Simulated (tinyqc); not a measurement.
Inside a calculation. Model: surface potential of a MOS transistor: implicit equation and explicit approximations.

Numbers from tinyqc (`OMP_NUM_THREADS=1 python tinyqc.py 2122235 2122236 out.jsonl`; about 0.01 s on one thread of a shared Intel Xeon 2.30GHz). Printed values are rounded.

p-type body, charge-sheet picture, depletion and inversion only, full ionisation (an idealisation for deep acceptors), Boltzmann statistics (rough once Na exp(x - xn) passes about Nc/7). In units of Vt: xg = (Vg - Vfb)/Vt, x = psi/Vt, G = gamma/sqrt(Vt), xn = (2 phiF + Vc)/Vt. The implicit equation is (xg - x)^2 = G^2 [x - 1 + exp(x - xn)] for x above about 3. Cox = eps0 eox/tox.

Inputs (values chosen for the exercise); band and dielectric values close to those of silicon: temperature T = 250 K; band gap Eg = 1.12 eV; relative permittivity eps_r = 11.8; conduction-band density of states at T Nc = 2.14e19 cm^-3; valence-band density of states at T Nv = 2.01e19 cm^-3; relative permittivity of the gate insulator (close to silicon dioxide) eox = 3.9; insulator thickness tox = 7.5 nm; acceptor density Na = 1e17 cm^-3; flat-band voltage Vfb = -0.49 V; channel-body voltage Vc = 0.2 V; gate-body voltage Vg = 1.64 V.

Constants: q = 1.602176634e-19 C, kB = 1.380649e-23 J/K, Vt = kB T/q, eps0 = 8.8541878128e-14 F/cm where lengths are in cm. Results are converted to the units shown.

Range of the model: The electron quasi-Fermi level lies less than 2 Vt below the band edge at the surface, or above it, where degeneracy and confinement, left out, matter.

## Scales

ni = sqrt(Nc Nv) exp(-Eg/(2 Vt)), Eg in volts; phiF = Vt ln(Na/ni); gamma = sqrt(2 q eps0 eps_r Na)/Cox; VT = Vfb + Vt (xn + G sqrt(xn - 1)).

phiF = 0.445074 V
gamma = 0.397405 V^0.5
G = 2.70755
xn = 50.6026
VT = 1.01096 V
xg = 98.8705

## Explicit approximation

Depletion value a = 1 + [sqrt(G^2/4 + xg - 1) - G/2]^2; inversion value b = xn + ln[(xg - xn)^2/G^2 - xn + 1] and first guess y = min(a, b) - ln(1 + exp(-|a - b|)) if a > xn + 1, else b = y = a; one second-order correction with D = exp(y - xn), p = 2 (xg - y) + G^2 (1 + D), w = (xg - y)^2 - G^2 (y - 1 + D): z = y + 2 w/(p + sqrt(p^2 - 2 (2 - G^2 D) w)), or the Newton step z = y + w/p where the root is not real.

a = 75.5006
b = 56.1943
y = 56.1943
p = 2058.85
w = -549.529
z = 55.8804

The root of the implicit equation is x = 55.8865; y misses it by 0.31 and z by -0.0061, in units of Vt.

## Starting value

x = a rounded to two decimals.

x at the start = 75.5

## Iteration 1: new x

D = exp(x - xn), f = (xg - x)^2 - G^2 (x - 1 + D), f' = -2 (xg - x) - G^2 (1 + D), x(new) = x - f/f'.

D = 6.49852e10
f = -4.76396e11
f' = -4.76396e11
x after iteration 1 = 74.5

## Iteration 2: new x

As before.

D = 2.39067e10
f = -1.75256e11
f' = -1.75256e11
x after iteration 2 = 73.5

## Course of the iteration

Stop when the step is below 1e-11, or after 60 iterations.

Course of the iteration:
```
iteration  x before the step      step
1                       75.5     -1.00
2                       74.5     -1.00
3                       73.5     -1.00
4                    72.5000     -1.00
5                    71.5000     -1.00
6                    70.5000     -1.00
7                    69.5000     -1.00
8                    68.5000     -1.00
9                    67.5000     -1.00
...                      ...       ...
17                   59.5116    -0.978
18                   58.5338    -0.937
19                   57.5969    -0.829
20                   56.7674    -0.593
21                   56.1741    -0.252
22                   55.9224   -0.0353
23                   55.8871  -5.98e-4
24                   55.8865  -1.68e-7
25                   55.8865   < 1e-13
```

Converged in 25 iterations. In 17 iterations the step is within 5 % of -1, the mark of an exponential that dominates f.

## Potential, charges and gate control

converged x = 55.8865

psi = Vt x; N_dep = Cox Vt G sqrt(x - 1)/q; N_inv = (Cox Vt G/q) [sqrt(x - 1 + exp(x - xn)) - sqrt(x - 1)]; dpsi/dVg = 1/[1 + G^2 (1 + exp(x - xn))/(2 (xg - x))].

psi = 1.20398 V
N_dep = 1.24184e12 cm^-2
N_inv = 1.4193e12 cm^-2
dpsi/dVg = 0.0558757

psi lies 5.3 Vt above 2 phiF + Vc.
